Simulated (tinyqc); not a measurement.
# Chemically amplified photoresist: aerial image, acid generation, bake, development and line width, step by step

A worked calculation. Computed by tinyqc, a small Python program that keeps every step. Command: `OMP_NUM_THREADS=1 python tinyqc.py 3009144 3009145 out.jsonl resist walk`. One thread of a shared host (Intel(R) Xeon(R) Processor @ 2.30GHz), about 0.02 s of CPU time with the checks. Intermediate numbers are printed to about 5 digits and carried at full precision; extremes and crossings named in words are read from the listed rows.

Lines and spaces of pitch p with a two-beam-like image; x = 0 is the middle of the bright space. The resist is positive and treated as uniform in depth.

Inputs (values chosen for the exercise, for a model resist at 193 nm):
```
quantity,value,unit
pitch p,140,nm
image contrast c,0.65,-
mean dose E,10.6,mJ/cm^2
Dill parameter C,0.037,cm^2/mJ
"quencher load q, relative to the acid generator",0.089,-
acid diffusivity D,1.5,nm^2/s
bake time t,45,s
amplification rate k_amp,0.022,1/s
threshold protection m_th,0.48,-
development selectivity n,5,-
largest rate r_max,980,nm/s
smallest rate r_min,0.11,nm/s
resist thickness d,170,nm
development time t_d,60,s
photon energy,6.42,eV
absorption coefficient alpha,0.96,1/um
```

## Acid image and its blur

Dose E(x) = E [1 + c cos(2 pi x/p)]; acid h = 1 - exp(-C E(x)). Bake: the acid image is blurred by a Gaussian of variance sigma^2 = 2 D t (each Fourier term k of h, taken on 64 points, is multiplied by exp(-4 pi^2 k^2 D t/p^2)). Cosine coefficients: h(x) = sum_k h_k cos(2 pi k x/p).

diffusion length sigma = sqrt(2 D t) = 11.619 nm

h_0 to h_4 before the bake: [0.31341, 0.17363, -0.01104, 0.00047, -0.00001]

h_0 to h_4 after the blur: [0.31341, 0.15155, -0.00641, 0.00014, 0.00000]

blur factor of the first harmonic = 0.87288

sigma/p = 0.083; the blur keeps 87 % of the modulation.

## From image to dissolution rate

The quencher then removes q, h_eff = max(h_blurred - q, 0); protection m = exp(-k_amp t h_eff). Mack rate r = r_max (a + 1)(1 - m)^n/(a + (1 - m)^n) + r_min, a = ((n + 1)/(n - 1))(1 - m_th)^n.

Across half a pitch:
```
x/p,x (nm),dose (mJ/cm^2),blurred acid,protection m,rate (nm/s)
0.00,0,17.490,0.45869,0.69350,4.7013e+01
0.05,7,17.153,0.45244,0.69781,4.3946e+01
0.10,14,16.174,0.43400,0.71067,3.5674e+01
0.15,21,14.650,0.40434,0.73184,2.4697e+01
0.20,28,12.729,0.36531,0.76067,1.4178e+01
0.25,35,10.600,0.31981,0.79572,6.5313e+00
0.30,42,8.471,0.27187,0.83440,2.3672e+00
0.35,49,6.550,0.22644,0.87278,7.1485e-01
0.40,56,5.026,0.18886,0.90586,2.4425e-01
0.45,63,4.047,0.16401,0.92843,1.4410e-01
0.50,70,3.710,0.15531,0.93646,1.2881e-01
```

The dose varies by a factor 4.71 across the pattern and the rate by 365.

## Space width and dose latitude

Edge: vertical development clears the film where r t_d >= d; the space width is twice the x where r = d/t_d. Dose sensitivity = d ln(width)/d ln E from widths at 1.005 E and E/1.005; image log-slope at the edge = |d ln E/dx|, normalised by the width (NILS); latitude for 10 % of width = 10 %/sensitivity.

space width = 81.737 nm

dose sensitivity = 0.82869

NILS = 2.7711

dose latitude = 12.067 %

At the same width a resist without blur would give a sensitivity 2/NILS = 0.722; the blur multiplies it by 1.15. Caution: lateral development, standing waves and the joint diffusion of acid and quencher are left out, so widths are indicative.

## Photon statistics at the edge

The edge lies at x = width/2. Absorbed photons per volume N = E(edge) alpha/(photon energy), 1 mJ/cm^2 = 62.41509 eV/nm^2, alpha in 1/nm; a Gaussian blur averages over a volume V = (2 sqrt(pi) sigma)^3; relative noise 1/sqrt(N V); edge noise sigma_x = (dh/d ln E) noise/|dh/dx|, with both derivatives of the blurred acid at the edge.

absorbed photons N = 0.082190 1/nm^3

photons in the blur volume = 5742.9

edge noise from photons = 0.44689 nm

Caution: the noise counts photons alone (acid and quencher statistics add to it) and takes the film as thicker than the blur; a thinner film averages in two dimensions only.

## Blur against noise

For each sigma the edge is held at x = p/4; N is taken at the mean dose; edge noise = (dh/d ln E)/(sqrt(N V) |dh/dx|), both derivatives taken of the blurred acid, V = (2 sqrt(pi) sigma)^3, N = E alpha/(photon energy), 1 mJ/cm^2 = 62.41509 eV/nm^2.

Trade-off:
```
sigma/p,sigma (nm),blur factor,photons in V,edge noise (nm)
0.02,2.8,0.99214,9.6743e+01,3.5038
0.04,5.6,0.96891,7.7395e+02,1.2594
0.07,9.8,0.90781,4.1479e+03,0.5712
0.10,14.0,0.82087,1.2093e+04,0.3635
0.14,19.6,0.67917,3.3183e+04,0.2604
0.18,25.2,0.52753,7.0526e+04,0.2277
0.22,30.8,0.38467,1.2877e+05,0.2301
0.27,37.8,0.23717,2.3802e+05,0.2742
0.33,46.2,0.11653,4.3458e+05,0.4129
```

The noise is least near sigma/p = 0.18 among these rows. More diffusion averages over more photons (noise falls as sigma^(-3/2)) until it erases the image slope (factor exp(-2 pi^2 sigma^2/p^2)); for a pure cosine the two balance at sigma/p = sqrt(3/8)/pi = 0.195. Caution: for a film thinner than the blur the noise falls as 1/sigma only, and the optimum moves to sigma/p = 1/(2 pi) = 0.159.

Checks made by the program: sensitivity 2/NILS in the limit of no diffusion (relative difference 1e-06).
